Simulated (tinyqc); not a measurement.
# Implant damage, amorphisation by cascade overlap, and solid-phase epitaxial regrowth, step by step

A worked calculation. Computed by tinyqc, a small Python program that keeps every step. Command: `OMP_NUM_THREADS=1 python tinyqc.py 3114128 3114129 out.jsonl sper walk`. One thread of a shared host (Intel(R) Xeon(R) Processor @ 2.30GHz), about 0.01 s of CPU time with the checks. Intermediate numbers are printed to about 5 digits and carried at full precision; extremes and crossings named in words are read from the listed rows.

Range and width of the damage are inputs. Dynamic annealing enters only through the surviving share f.

Inputs (values chosen for the exercise, modelled on indium ions in silicon): atomic density N = 49.9 1/nm^3; ion Z1 = 49; ion mass M1 = 114.8 u; target Z2 = 14; target mass M2 = 28.09 u; ion energy E = 120 keV; displacement energy E_d = 16 eV; depth of the damage peak R_d = 50 nm; width of the damage profile s_d = 25 nm; share of defects that survive f = 0.5; critical displaced share x_c = 0.097; dose Q = 4.6e+14 1/cm^2; overlaps needed n = 1; area amorphised by one track A_i = 2.3 nm^2; regrowth prefactor v0 = 6.3e+15 nm/s; regrowth energy E_a = 2.69 eV; anneal temperature = 712 C; rate relative to (100) = 1; peak enhancement by the dopant = 5.6; ramp rate = 180 K/s.

Constants: a_0 = 0.529177210903 angstrom; e^2/(4 pi eps_0) = 14.39964548 eV angstrom; k_B = 8.617333262e-05 eV/K.

## Damage energy and displacements per ion

Robinson partition: eps = E a M2/(Z1 Z2 (e^2/(4 pi eps_0)) (M1 + M2)), a = 0.8853 a_0/sqrt(Z1^(2/3) + Z2^(2/3)); k = 0.0793 Z1^(2/3) Z2^(1/2) (M1 + M2)^(3/2)/((Z1^(2/3) + Z2^(2/3))^(3/4) M1^(3/2) M2^(1/2)); damage energy T_d = E/(1 + k (eps + 0.40244 eps^(3/4) + 3.4008 eps^(1/6))); displacements nu = 0.8 T_d/(2 E_d).

reduced energy eps = 0.25533

k = 0.11350

damage energy T_d = 88.704 keV

T_d/E = 0.73920

displacements per ion nu = 2217.6

26 % of the energy goes to electrons.

## The amorphous layer

Displaced share x(z) = f nu Q exp(-(z - R_d)^2/(2 s_d^2))/(sqrt(2 pi) s_d N); the layer is amorphous where x > x_c, between R_d -/+ s_d sqrt(2 ln(x_max/x_c)), the upper edge being cut at the surface. Threshold dose Q_c = Q x_c/x_max.

peak displaced share x_max = 1.6311

threshold dose Q_c = 2.7356e+13 1/cm^2

upper edge = 0 nm

lower edge = 109.40 nm

The layer reaches the surface. Caution: x above 1 counts atoms displaced more than once.

## Damage left below the interface

Displaced atoms per area beyond the lower edge z2: f nu Q (1/2) erfc((z2 - R_d)/(sqrt2 s_d)); they are not removed by regrowth.

share of the damage beyond z2 = 0.0087546

displaced atoms beyond z2 = 4.4653e+15 1/cm^2

## Layer against dose

The formulas are those given above.

Dose series; the last column is f nu Q erfc((z2 - R_d)/(sqrt2 s_d))/2:
```
Q (1/cm^2)   x_max  upper edge (nm)  lower edge (nm)  displaced atoms beyond z2 (1/cm^2)
3.01e+13    0.1067           39.069            60.93                          1.1046e+16
4.10e+13    0.1454           27.510            72.49                          8.3723e+15
6.84e+13    0.2425           16.154            83.85                          6.6660e+15
1.09e+14    0.3865            8.431            91.57                          5.8228e+15
1.91e+14    0.6773            0.713            99.29                          5.1537e+15
3.28e+14    1.1630            0.000           105.72                          4.6948e+15
6.84e+14    2.4254            0.000           113.43                          4.2358e+15
1.37e+15    4.8578            0.000           119.94                          3.9088e+15
```

A dose 46 times larger moves the lower edge from 60.9 to 120 nm, as the root of a logarithm, and the damage beyond it falls by a factor 2.8, since the edge lies on an ever steeper tail. The layer reaches the surface at Q_c exp(R_d^2/(2 s_d^2)) = 2.02e14 per cm^2.

## Overlap model

Gibbons model: a point turns amorphous after n + 1 hits; with y = A_i Q the amorphous share is 1 - exp(-y) sum_(k=0..n) y^k/k!. Doses are set by y.

Amorphous share:
```
y    Q (1/cm^2)  direct impact (n = 0)  given n
0.1  4.3478e+12                0.09516  0.00468
0.3  1.3043e+13                0.25918  0.03694
0.6  2.6087e+13                0.45119  0.12190
1.0  4.3478e+13                0.63212  0.26424
2.0  8.6957e+13                0.86466  0.59399
3.0  1.3043e+14                0.95021  0.80085
5.0  2.1739e+14                0.99326  0.95957
8.0  3.4783e+14                0.99966  0.99698
```

At small y the share grows as y^2; between the first rows the exponent is 1.88.

## Isothermal regrowth

v = v0 x orientation factor x exp(-E_a/(k_B T)) x [1 + (enhancement - 1) exp(-(z - R_d)^2/(2 s_d^2))], T = anneal temperature + 273.15 K; the dopant is taken to follow the damage profile; the lower front moves from the lower edge z2 to the surface, or to the middle (z1 + z2)/2 of a buried layer with upper edge z1; time = int dz/v; the equivalent undoped distance is that time times the undoped velocity.

undoped velocity = 109.14 nm/s

distance to regrow = 109.40 nm

time without enhancement = 1.0024 s

equivalent undoped distance = 37.608 nm

time with enhancement = 0.34459 s

The rate doubles for each 22 K or so near this temperature.

## Regrowth during a ramp

On a linear ramp from 200 C regrowth ends at the T_f where int v_undoped dT/(ramp rate) equals the equivalent undoped distance.

temperature at which regrowth ends = 734.46 C

Checks made by the program: tail against quadrature of x(z) N (relative difference below 1e-10).
